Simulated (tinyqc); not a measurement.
Worked calculation: square lattice in a magnetic field (Harper-Hofstadter model). Values are carried at full precision from step to step, so a last printed digit may differ when a step is redone from the rounded ones.

Constants: h/e = 413566.7697 T angstrom^2.

Inputs chosen for the exercise: p = 4 (flux per plaquette p/q, in units of h/e); q = 5; a = 130 angstrom (period); tx = 1.5 meV (hopping along x); ty = 1.5 meV (hopping along y); k = (0.317, 0.394) (kx, ky).

## The field behind the flux

B = (p/q)(h/e)/a^2, and the field for one flux quantum a cell.

B = 19.58 T
field for one quantum = 24.47 T

## The Harper matrix

Landau gauge, lattice period 1: the magnetic cell has q sites j = 0 to q - 1 along x. H_jj = -2 ty cos(ky + 2 pi p j/q), H_(j,j+1) = -tx, and the bond from q - 1 back to 0 is H_(q-1,0) = -tx exp(i q kx). The levels depend on k only through cos(q kx) and cos(q ky), so the band edges lie at (0, 0) and (pi/q, pi/q).

Fill it in at the given k.

H(k) (meV), lower triangle (Hermitian):
```
                0        1        2        3       4
0         -2.7701
1         -1.5000  -1.9513
2               0  -1.5000   1.5642
3               0        0  -1.5000   2.9180
4  0.0213-1.4998i        0        0  -1.5000  0.2393
```

## Levels at that k

Diagonalise; the trace is a check.

levels (meV): -4.3937  -1.8217  0.1019  1.7004  4.4131

trace = 0.0000 meV

## Band edges

Diagonalise at (0, 0) and (pi/q, pi/q).

Bands (meV):
```
band   bottom      top   width  gap above
1     -4.4497  -4.3532  0.0965     2.3305
2     -2.0226  -1.3532  0.6695     0.7802
3     -0.5729   0.5729  1.1459     0.7802
4      1.3532   2.0226  0.6695     2.3305
5      4.3532   4.4497  0.0965          -
```

The bands cover 2.678 meV of the zero-field width 4 (tx + ty) = 12.0 meV.

## Hall conductance of the gaps

Gap r (r bands filled) has sigma_xy = t_r e^2/h in size and relative sign, where r = q s_r + p t_r with integers and |t_r| <= q/2; the Chern number of band r is t_r - t_(r-1), with t_0 = t_q = 0.

Integers:
```
r  t_r  s_r  Chern number of band r
1   -1    1                      -1
2   -2    2                      -1
3    2   -1                       4
4    1    0                      -1
5    0    1                      -1
```

The first gap carries t = -1; a single Landau level would carry 1. Flux (q - 1)/q equals -1/q, so this is the Landau level of the reversed field.

## Checks

- Size of the Chern number of band 1 from plaquette phases against the integer equation: both 1.00.

Run: tinyqc, `OMP_NUM_THREADS=1 python tinyqc.py 1251583 1251584 out.jsonl`; Intel(R) Xeon(R) Processor @ 2.30GHz, one thread, shared host; about 0.04 s of CPU time with all checks.
